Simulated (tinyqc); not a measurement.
Fully depleted semiconductor-on-insulator film with two gates, non-linear Poisson equation by Newton steps: two steps of the calculation.

One dimension across the film, front interface at x = 0, back interface at x = ts. psi is counted from the intrinsic level, n = ni exp(psi/Vt) (source grounded), holes neglected, acceptors ionised. Gates act through Cox = eps0 eox/tox and Cbox = 3.9 eps0/tb with potentials G1 = Vg - (phiM - chi - Vt ln(Nc/ni)) and G2 = Vb - (phiB - chi - Vt ln(Nc/ni)). Classical Boltzmann densities, no interface charge, no depletion in the back plane.

Values chosen for this exercise; band and dielectric values close to those of silicon:
```
symbol,value,unit,meaning
T,350,K,temperature
Eg,1.1,eV,band gap
eps_r,11.7,,relative permittivity
Nc,3.49e19,cm^-3,conduction-band density of states at T
Nv,3.29e19,cm^-3,valence-band density of states at T
chi,4.08,eV,electron affinity
eox,3.9,,relative permittivity of the gate insulator (close to silicon dioxide)
tox,4.1,nm,insulator thickness
ts,24,nm,film thickness
tb,15,nm,buried-oxide thickness (eps_r 3.9)
phiM,4.65,eV,work function of the front gate
phiB,5.13,eV,work function of the back plane
Vb,0,V,back-gate voltage
Vg,1.09,V,front-gate voltage
```

Constants: q = 1.602176634e-19 C, kB = 1.380649e-23 J/K, Vt = kB T/q, eps0 = 8.8541878128e-14 F/cm where lengths are in cm. Results are converted to the units shown.

Task 1. Capacitances and gate potentials. ni = sqrt(Nc Nv) exp(-Eg/(2 Vt)), Eg in volts; Cox, Cbox, G1, G2 as defined; Cs = eps0 eps_r/ts; a = eps0 eps_r/h with h = ts/10; coupling ratio of a depleted film Cs Cbox/(Cox (Cs + Cbox)).

Wanted: ni; Cox; Cbox; Cs; a; G1; G2; coupling ratio.

Result 1.

ni = 4.077e11 cm^-3
Cox = 0.8422 uF/cm^2
Cbox = 0.2302 uF/cm^2
Cs = 0.4316 uF/cm^2
a = 4.316 uF/cm^2
G1 = 1.071 V
G2 = -0.4991 V
coupling ratio = 0.1783

Task 2. Electron sheet density, centroid and oxide fields. n_i = ni exp(psi_i/Vt); N_inv = sum w_i n_i with w = ts/10, halved at the ends; centroid sum w n x/N_inv; fields (G1 - psi_0)/tox and (G2 - psi_10)/tb.

| node | converged psi (V) |
|---|---|
| 0 | 0.51763689 |
| 1 | 0.46130390 |
| 2 | 0.42092543 |
| 3 | 0.38473626 |
| 4 | 0.34981526 |
| 5 | 0.31529879 |
| 6 | 0.28091719 |
| 7 | 0.24658479 |
| 8 | 0.21227421 |
| 9 | 0.17797667 |
| 10 | 0.14368937 |

ni = 4.0771738e11 cm^-3
G1 = 1.0708900 V
G2 = -0.49911005 V

Wanted: n; N_inv; centroid; field in the front oxide; field in the buried oxide.

Result 2.

| node | n (cm^-3) |
|---|---|
| 0 | 1.159e19 |
| 1 | 1.790e18 |
| 2 | 4.693e17 |
| 3 | 1.414e17 |
| 4 | 4.441e16 |
| 5 | 1.414e16 |
| 6 | 4.523e15 |
| 7 | 1.449e15 |
| 8 | 4.645e14 |
| 9 | 1.490e14 |
| 10 | 4.780e13 |

N_inv = 1.982e12 cm^-2
centroid = 1.001 nm
field in the front oxide = 1.349 MV/cm
field in the buried oxide = -0.4285 MV/cm

The centroid lies at 0.042 of the film, near the front interface.

tinyqc, about 0.6 s, one thread, Intel Xeon 2.30GHz (shared host): `OMP_NUM_THREADS=1 python tinyqc.py 2190131 2190132 out.jsonl`
